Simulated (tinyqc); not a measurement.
From one set of inputs to another, one input at a time: minority-electron transport through the base of a bipolar transistor (Moll-Ross and Kroemer integrals). Computed by tinyqc, a small Python program. Command: `OMP_NUM_THREADS=1 python tinyqc.py 3008552 3008553 out.jsonl base ladder`. One thread of a shared host (Intel(R) Xeon(R) Processor @ 2.30GHz), about 0.01 s of CPU time with the checks.

Low injection, one dimension, x from the emitter edge (0) to the collector edge (W), s = x/W. Recombination is treated as a small correction (valid for tau_B well below tau_n), computed from the stored charge.

The inputs printed are set A. Set A is modelled on SiGe; the values taken over come from a set modelled on InP. Inputs not listed in the table keep their values of set A, so the rows need not describe a real material.

Inputs (values chosen for the exercise, modelled on SiGe): intrinsic density n_i at the emitter edge = 8.4e+10 1/cm^3; base doping at the emitter edge N_0 = 9.5e+17 1/cm^3; base width W = 360 nm; mu_min = 160 cm^2/(V s); mu_max = 1150 cm^2/(V s); N_ref = 1.5e+17 1/cm^3; saturation velocity v_s = 0.84 1e7 cm/s; electron lifetime tau_n = 0.29 ns; emitter Gummel number G_E = 4.2e+12 s/cm^4; base-emitter voltage V_BE = 0.64 V; temperature T = 300 K; gap narrowing across the base dE_g = 190 meV.

Base doping profile: uniform. Gap grading: linear. Exit of the base: infinite sink.

Constants: k_B = 8.617333262e-05 eV/K; e = 1.602176634e-19 C.

Method:
- N(x) = N_0; n_i(x)^2 = n_i^2 exp(s dE_g/k_B T); D(x) = (k_B T/e) mu, mu = mu_min + (mu_max - mu_min)/(1 + (N/N_ref)^0.7).
- With y(x) = N n_i^2/(D n_i(x)^2): base Gummel number G_B = int_0^W y dx; J_C = e n_i^2 exp(e V_BE/k_B T)/G_B; n(x) = (J_C/e)(n_i(x)^2/(N n_i^2)) [int_x^W y dx]; transit time tau_B = (e/J_C) int n dx; trapezoid rule on 401 even points.
- Emitter-limited gain beta_E = G_E/G_B; recombination-limited gain beta_R = tau_n/tau_B; 1/beta = 1/beta_E + 1/beta_R; f_T from the base alone = 1/(2 pi tau_B).

Each row keeps all changes above it:
```
input moved                                  from       to  current gain beta  collector current density J_C (A/cm^2)  base Gummel number G_B (s/cm^4)
set A                                           -        -                5.9                               1.324e+02                        4.818e+11
gap narrowing across the base dE_g (meV)      190       75                2.6                               5.527e+01                        1.154e+12
electron lifetime tau_n (ns)                 0.29      1.5                3.4                               5.527e+01                        1.154e+12
base width W (nm)                             360       35               37.2                               5.685e+02                        1.122e+11
base-emitter voltage V_BE (V)                0.64     0.93               37.2                               4.232e+07                        1.122e+11
mu_min (cm^2/(V s))                           160      830               89.5                               1.019e+08                        4.661e+10
mu_max (cm^2/(V s))                          1150     4600              163.4                               1.862e+08                        2.551e+10
emitter Gummel number G_E (s/cm^4)        4.2e+12  6.1e+12              236.6                               1.862e+08                        2.551e+10
```

Which inputs carry the difference?

Current gain beta goes from 5.91 to 237, a factor 40.0 in all. The largest single move comes from base width W (a factor 11.0), and gap narrowing across the base dE_g works against it (a factor 0.442). Collector current density J_C goes from 132 to 1.86e8, a factor 1.41e6 in all. The largest single move comes from base-emitter voltage V_BE (a factor 74400). Base Gummel number G_B goes from 4.82e11 to 2.55e10, a factor 0.0529 in all. The largest single move comes from base width W (a factor 0.0972), and gap narrowing across the base dE_g works against it (a factor 2.40). The single moves hold for this order of the switches; the total does not depend on the order.

Caution (rows base width W, base-emitter voltage V_BE, mu_min, mu_max, emitter Gummel number G_E): the mean velocity exceeds v_s, so drift-diffusion with a low-field mobility overstates the speed. Caution (rows base-emitter voltage V_BE, mu_min, mu_max, emitter Gummel number G_E): the injected density exceeds a tenth of the doping, so low injection fails.

Extremes, crossings and ranges named in words are read from the listed rows.
